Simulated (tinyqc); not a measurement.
Electromigration in a confined line: Blech product, Korhonen stress evolution and Black's law: one step, computed by the program tinyqc.

The electron wind pushes atoms from the cathode (x = 0) to the anode (x = L); blocking ends build a back stress (tension positive). The input rho is taken not to change with temperature. d sigma/dt = d/dx [kappa (d sigma/dx + G)], with zero flux at both ends and sigma = 0 at t = 0.

Problem. Stress along the line. sigma(x, t) = G L [1/2 - x/L - 4 sum_(m odd) cos(m pi x/L) exp(-m^2 pi^2 s)/(m pi)^2], s = t/tau, summed to m = 399. Steady state: G L (1/2 - x/L). Take x/L = 0, 0.1, 0.2, 0.3, 0.4, 0.6, 0.8 and 1.

Inputs (values chosen for the exercise, close to those used for ruthenium lines):
```
quantity                            value  unit
critical stress sigma_c               450   MPa
line length L                         130    um
test temperature T                    350     C
time as a fraction of L^2/kappa, s   0.12     -
```

Start: stress-free.

stress gradient G = 28.42450 MPa/um

Give: Stress (MPa).

Solution.

Stress (MPa):
```
x/L  at time s  steady state
0.0       1389          1848
0.1       1042          1478
0.2        738          1109
0.3        470           739
0.4        228           370
0.6       -228          -370
0.8       -738         -1109
1.0      -1389         -1848
```

Caution: stresses above sigma_c are formal, since a void forms first.
